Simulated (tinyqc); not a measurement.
Choice of the surrounding dielectric: dielectric confinement in a thin film (image charges).

A film |z| < t/2 of dielectric constant eps between half-spaces of dielectric constant e2; lam = (eps - e2)/(eps + e2), q = e^2/(4 pi eps0). The self-energy of a band edge is taken with the high-frequency value, e2 = eh, and the field of a fixed ion with the static one, e2 = eo. A charge at z has images lam^|n| at n t + (-1)^n z. Its self-energy is S(z) = (q/2 eps) sum over n >= 1 of lam^n [1/(n t - 2z) + 1/(n t + 2z)] for odd n and 2 lam^n/(n t) for even n; at the centre S(0) = -(q/(eps t)) ln(1 - lam).

Donor at the centre, lam from the static eo, trial function cos(pi z/t) exp(-rho/l): E(l) = c/(m l^2) - (q/eps) times the integral over k of F(k t) (1 + (k l/2)^2)^(-3/2), with F(x) = F0 + 2 lam exp(-x) G/(1 - lam exp(-x)), F0 = 2[(1 - exp(-x/2))/x + x (1 + exp(-x/2))/(x^2 + 4 pi^2)], G = 2 sinh(x/2)[1/x - x/(x^2 + 4 pi^2)]; c = hbar^2/2m0. The binding energy is -E at the minimum, counted from the subband edge with its self-energy.

Constants: e^2/(4 pi eps0) = 14.39964547 eV angstrom; hbar^2/2m0 = 3.80998211 eV angstrom^2; Ry = 13.60569312 eV.

Inputs chosen for the exercise (out of a larger set: near those of a Si (100) film, two-fold valleys, between layers of HfO2; not measured data): t = 62 angstrom (film thickness); eps = 11.5 (dielectric constant of the film); m = 0.187 m0 (mass in the plane).

The same film between different dielectrics; in this table one value e2 serves for both eo and eh.

Results:
```
case         lam  <S> (meV)  binding (meV)  l (angstrom)
e2 = 1     0.840       40.8          105.3          28.6
e2 = 2.5   0.643       23.7           73.8          29.3
e2 = 3.9   0.494       15.9           60.3          29.8
e2 = 7.5   0.211        5.7           43.6          30.8
e2 = 16   -0.164       -3.8           29.5          32.2
e2 = 25   -0.370       -8.0           23.7          33.1
e2 = 80   -0.749      -14.6           15.3          34.8
```

The binding spans a factor 6.9, from 105 meV in vacuum to 15.3 meV for e2 = 80; going from 3.9 to 25 changes it by -36.7 meV and the band edge by -23.9 meV, so the binding responds 1.53 times as much as the edge (for an orbit much smaller than t the binding would change by twice the change of S(0), -40.2 meV; here l/t = 0.48 for e2 = 3.9).

Run: tinyqc, `OMP_NUM_THREADS=1 python tinyqc.py 1280479 1280480 out.jsonl`; Intel(R) Xeon(R) Processor @ 2.30GHz, one thread, shared host; about 0.09 s of CPU time with all checks.
